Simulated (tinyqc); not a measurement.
Screening the field: polar nitride quantum well with polarisation fields.

Envelope functions on cells of 0.25 angstrom over barrier, well, barrier (widths Lb, Lw, Lb), psi = 0 beyond, psi'/m continuous (mean mass between points), c = hbar^2/2m0. With u(z) the integral of e F (F_w in the well, F_b = -F_w Lw/Lb in the barriers, 1 MV/cm = 0.01 V/angstrom), zero at the centre of the well, the electron sees u plus Vc in the barriers and the hole -u plus Vv. The transition is Eg + E_e + E_h; excitons are left out.

Constants: hbar^2/2m0 = 3.80998211 eV angstrom^2; hc = 1239.841984 eV nm.

Parameters, chosen for this exercise (near those of a GaN well in AlN; shifted at random, so the results belong to these values and not to a real crystal): Lw = 44 angstrom (well width); Lb = 70 angstrom (barrier width); Eg = 3.44 eV (gap of the well); Vc = 1.85 eV (conduction offset); Vv = 0.87 eV (valence offset); me = 0.2 m0 (electron, well); meb = 0.32 m0 (electron, barrier); mh = 1.32 m0 (hole, everywhere).

F_w = -5.4904 MV/cm

Carriers or a semipolar orientation reduce the field; here it is simply scaled in well and barrier.

Results:

| share of the field | F_w (MV/cm) | E (eV) | nm | overlap^2 | separation (angstrom) |
|---|---|---|---|---|---|
| 1.0 | -5.490 | 2.0849 | 594.7 | 2.3e-05 | 33.3 |
| 0.8 | -4.392 | 2.4409 | 507.9 | 0.00014 | 32.0 |
| 0.6 | -3.294 | 2.7804 | 445.9 | 0.00098 | 30.1 |
| 0.4 | -2.196 | 3.0951 | 400.6 | 0.0085 | 27.2 |
| 0.2 | -1.098 | 3.3660 | 368.3 | 0.096 | 21.5 |
| 0.0 | 0.000 | 3.5218 | 352.1 | 0.99 | 0.0 |

Full screening shifts the line by -242.6 nm (+1437 meV). The first fifth of the screening gives 356 meV and the last fifth 156 meV; a purely quadratic shift would give a ratio of 9, a linear one 1, and here it is 2.3.

Computed by tinyqc, a small Python program: `OMP_NUM_THREADS=1 python tinyqc.py 1282629 1282630 out.jsonl` (the numbers bound the seed that draws the inputs); one thread of a shared host (Intel(R) Xeon(R) Processor @ 2.30GHz), about 0.08 s for the whole set of steps.
